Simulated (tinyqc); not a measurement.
Shift against diffusion length: interdiffusion of a quantum well during annealing: blurred potential and shift of the confined levels. Computed by tinyqc, a small Python program. Command: `OMP_NUM_THREADS=1 python tinyqc.py 3008883 3008884 out.jsonl qwi walk`. One thread of a shared host (Intel(R) Xeon(R) Processor @ 2.30GHz), about 0.06 s of CPU time with the checks.

A square well of width w is blurred by Fick diffusion with a constant coefficient; band offsets are linear in composition, masses are uniform, and strain and excitons are ignored.

Inputs (values chosen for the exercise, modelled on GaAs in AlGaAs):
```
quantity                value  unit
well width w              2.6    nm
electron mass m_e      0.0673   m_0
hole mass m_h           0.362   m_0
conduction offset V_c    0.18    eV
valence offset V_v       0.12    eV
```

Constants: hbar^2/(2 m_0) = 3.80998212 eV angstrom^2.

Method:
- Square well, ground state: take the lowest root of k tan(k w/2) = kappa, k^2 = E/c, kappa^2 = (V - E)/c, c = hbar^2/(2m) with hbar^2/(2 m_0) in eV angstrom^2.
- With L = sqrt(D t) and the share at the centre erf(w/(4L)). After the anneal: V(z) = V {1 - (1/2)[erf((w/2 - z)/(2L)) + erf((w/2 + z)/(2L))]}, energies counted from the original well bottom. Finite differences on 3000 points over |z| < w/2 + 6L + 25 nm; shifts are taken against the same grid with cell-averaged square steps.
- First-order estimate for small L: the shift is 2 L^2 V |d(psi^2)/dz| at an edge, with psi the normalised square-well state: psi^2 = cos^2(k z)/(w/2 + 1/kappa) inside, so |d(psi^2)/dz| = k sin(k w)/(w/2 + 1/kappa).

electron level before the anneal = 122.018 meV

hole level before the anneal = 48.4627 meV

Shifts (meV):
```
L/w   L (nm)  share at the centre  electron    hole     sum  first-order sum
0.02   0.052                    1     0.092   0.165   0.257          0.26742
0.04   0.104                    1     0.359   0.637   0.996           1.0697
0.07   0.182              1.00000      1.05    1.85     2.9           3.2759
0.1     0.26              0.99959     2.034   3.573   5.607           6.6856
0.15    0.39              0.98158     4.151   7.284  11.435           15.043
0.2     0.52              0.92290     6.617  11.571  18.188           26.742
0.3     0.78              0.76141    11.713  20.075  31.788           60.170
0.45    1.17              0.56794     18.35  30.176  48.526           135.38
0.7     1.82              0.38649    26.263  40.801  67.064           327.59
1        2.6              0.27633    32.383  48.093  80.476           668.56
```

What does the comparison show, and why?

The sum grows as L^1.95 between the first rows (L^2, linear in time, in first order) and as L^0.51 between the last, as it bends towards the limit V_c + V_v less the original levels, 129.5 meV. The first-order form is off by +4 % in the first row and +19 % at L/w = 0.1; it needs L well below the decay length 1/kappa. At L/w = 0.2 the hole level has moved by the larger share of its offset (9.6 % for the hole, 3.7 % for the electron). Caution: the well mass is used in the barriers too; a heavier barrier mass would lower these levels.
